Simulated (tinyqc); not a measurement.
Pariser-Parr-Pople SCF with singles CI, for the molecule C=CC1=CN=CC=CC1=C (SMILES; centres numbered as the heavy atoms are written), step by step. One step of it, computed by the program tinyqc.

Task: Iteration 1: Fock matrix. F_rr = H_rr + P_rr gamma_rr / 2 + sum_(s != r) P_ss gamma_rs; F_rs = H_rs - P_rs gamma_rs / 2; E = tr P (H + F) / 2 + core repulsion sum_(r<s) z_r z_s gamma_rs.

P at the start:
```
            1C         2C         3C         4C         5N         6C         7C         8C
1C    0.971271   0.876965   0.033988  -0.319609  -0.034738   0.230398   0.050686  -0.193590
2C    0.876965   1.005260   0.455405  -0.002552  -0.093840   0.014145   0.036807  -0.051265
3C    0.033988   0.455405   0.957683   0.676304   0.046933  -0.292300  -0.087806   0.219362
4C   -0.319609  -0.002552   0.676304   0.960287   0.578149   0.049061  -0.146141  -0.092322
5N   -0.034738  -0.093840   0.046933   0.578149   0.964731   0.717098   0.042349  -0.300589
6C    0.230398   0.014145  -0.292300   0.049061   0.717098   0.955929   0.542104   0.056167
7C    0.050686   0.036807  -0.087806  -0.146141   0.042349   0.542104   0.967550   0.756645
8C   -0.193590  -0.051265   0.219362  -0.092322  -0.300589   0.056167   0.756645   0.947779
9C   -0.101951  -0.011035   0.404139   0.049317  -0.080379  -0.101645   0.036396   0.459920
10C   0.148567  -0.101951  -0.159602  -0.264393   0.198613   0.187979  -0.310564  -0.151583

            9C        10C
1C   -0.101951   0.148567
2C   -0.011035  -0.101951
3C    0.404139  -0.159602
4C    0.049317  -0.264393
5N   -0.080379   0.198613
6C   -0.101645   0.187979
7C    0.036396  -0.310564
8C    0.459920  -0.151583
9C    0.979162   0.770484
10C   0.770484   1.290347
```

core matrix H (eV):
```
             1C          2C          3C          4C          5N          6C          7C          8C
1C   -47.302434   -2.120000    0.000000    0.000000    0.000000    0.000000    0.000000    0.000000
2C    -2.120000  -55.317481   -2.120000    0.000000    0.000000    0.000000    0.000000    0.000000
3C     0.000000   -2.120000  -63.069298   -2.120000    0.000000    0.000000    0.000000    0.000000
4C     0.000000    0.000000   -2.120000  -58.854193   -2.230000    0.000000    0.000000    0.000000
5N     0.000000    0.000000    0.000000   -2.230000  -58.474544   -2.230000    0.000000    0.000000
6C     0.000000    0.000000    0.000000    0.000000   -2.230000  -53.883083   -2.120000    0.000000
7C     0.000000    0.000000    0.000000    0.000000    0.000000   -2.120000  -54.208465   -2.120000
8C     0.000000    0.000000    0.000000    0.000000    0.000000    0.000000   -2.120000  -56.738058
9C     0.000000    0.000000   -2.120000    0.000000    0.000000    0.000000    0.000000   -2.120000
10C    0.000000    0.000000    0.000000    0.000000    0.000000    0.000000    0.000000    0.000000

             9C         10C
1C     0.000000    0.000000
2C     0.000000    0.000000
3C    -2.120000    0.000000
4C     0.000000    0.000000
5N     0.000000    0.000000
6C     0.000000    0.000000
7C     0.000000    0.000000
8C    -2.120000    0.000000
9C   -61.512767   -2.120000
10C   -2.120000  -51.174809
```

repulsion gamma_rs (eV):
```
            1C         2C         3C         4C         5N         6C         7C         8C
1C   11.130000   7.555096   5.239415   4.798236   3.373009   2.690950   2.544426   2.823312
2C    7.555096  11.130000   7.553170   5.331513   3.674481   3.061607   3.061698   3.654982
3C    5.239415   7.553170  11.130000   7.554385   5.131859   4.233134   4.233374   5.079357
4C    4.798236   5.331513   7.554385  11.130000   7.729116   5.078820   4.233484   4.233929
5N    3.373009   3.674481   5.131859   7.729116  12.300000   7.730721   5.132341   4.264710
6C    2.690950   3.061607   4.233134   5.078820   7.730721  11.130000   7.553170   5.079009
7C    2.544426   3.061698   4.233374   4.233484   5.132341   7.553170  11.130000   7.554360
8C    2.823312   3.654982   5.079357   4.233929   4.264710   5.079009   7.554360  11.130000
9C    3.702396   5.329976   7.552988   5.079321   4.264560   4.233702   5.080062   7.556087
10C   3.415594   4.934957   5.331616   3.655390   3.073746   3.061970   3.655550   5.332312

            9C        10C
1C    3.702396   3.415594
2C    5.329976   4.934957
3C    7.552988   5.331616
4C    5.079321   3.655390
5N    4.264560   3.073746
6C    4.233702   3.061970
7C    5.080062   3.655550
8C    7.556087   5.332312
9C   11.130000   7.553674
10C   7.553674  11.130000
```

Centres (angstrom, eV; a flat drawing with bonds scaled to 1.40 angstrom):
```
centre          x          y  core charge z          W   gamma_rr
1C       2.957000   1.075000              1  11.160000  11.130000
2C       2.155000  -0.072000              1  11.160000  11.130000
3C       0.760000   0.049000              1  11.160000  11.130000
4C       0.264000   1.358000              1  11.160000  11.130000
5N      -1.069000   1.786000              1  14.100000  12.300000
6C      -2.235000   1.012000              1  11.160000  11.130000
7C      -2.356000  -0.383000              1  11.160000  11.130000
8C      -1.341000  -1.347000              1  11.160000  11.130000
9C       0.045000  -1.155000              1  11.160000  11.130000
10C      0.820000  -2.321000              1  11.160000  11.130000
```

Give: F; pi energy.

Result:

F (eV):
```
          1C       2C       3C       4C       5N       6C       7C       8C
1C   -5.6804  -5.4328  -0.0890   0.7668   0.0586  -0.3100  -0.0645   0.2733
2C   -5.4328  -5.5471  -3.8399   0.0068   0.1724  -0.0217  -0.0563   0.0937
3C   -0.0890  -3.8399  -5.6208  -4.6745  -0.1204   0.6187   0.1859  -0.5571
4C    0.7668   0.0068  -4.6745  -6.1449  -4.4643  -0.1246   0.3093   0.1954
5N    0.0586   0.1724  -0.1204  -4.4643  -8.6950  -5.0018  -0.1087   0.6410
6C   -0.3100  -0.0217   0.6187  -0.1246  -5.0018  -6.2645  -4.1673  -0.1426
7C   -0.0645  -0.0563   0.1859   0.3093  -0.1087  -4.1673  -6.1327  -4.9780
8C    0.2733   0.0937  -0.5571   0.1954   0.6410  -0.1426  -4.9780  -5.5592
9C    0.1887   0.0294  -3.6462  -0.1252   0.1714   0.2152  -0.0924  -3.8576
10C  -0.2537   0.2516   0.4255   0.4832  -0.3052  -0.2878   0.5676   0.4041

          9C      10C
1C    0.1887  -0.2537
2C    0.0294   0.2516
3C   -3.6462   0.4255
4C   -0.1252   0.4832
5N    0.1714  -0.3052
6C    0.2152  -0.2878
7C   -0.0924   0.5676
8C   -3.8576   0.4041
9C   -5.0139  -5.0300
10C  -5.0300  -5.2200
```

pi energy = -130.2760 eV
